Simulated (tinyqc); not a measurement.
Inside a calculation. Method: one-electron ion in a basis of Gaussians. One step of it, computed by the program tinyqc.

Question. Matrices over normalised Gaussians. With p = a_i + a_j and I(k) = Gamma((k+1)/2) / (2 p^((k+1)/2)): S = I(2l+2), T = (2l+3) a_i a_j S / p, V = -Z I(2l+1), each divided by sqrt(S_ii S_jj).

exponents of r^l exp(-a r^2) (1/bohr^2): 2.312000  9.690000  40.610000  170.200000

Z = 6

l = 0

Give: S; T; V.

Answer.

S, lower triangle:
```
        1       2       3       4
1  1.0000
2  0.7005  1.0000
3  0.3034  0.7005  1.0000
4  0.1103  0.3034  0.7005  1.0000
```

T (hartree), lower triangle:
```
        1        2        3         4
1  3.4680
2  3.9226  14.5350
3  1.9909  16.4407  60.9150
4  0.7547   8.3444  68.9009  255.3000
```

V (hartree), lower triangle:
```
          1         2         3          4
1  -14.5585
2  -16.4298  -29.8046
3  -13.4567  -33.6357  -61.0152
4   -9.8071  -27.5491  -68.8580  -124.9111
```
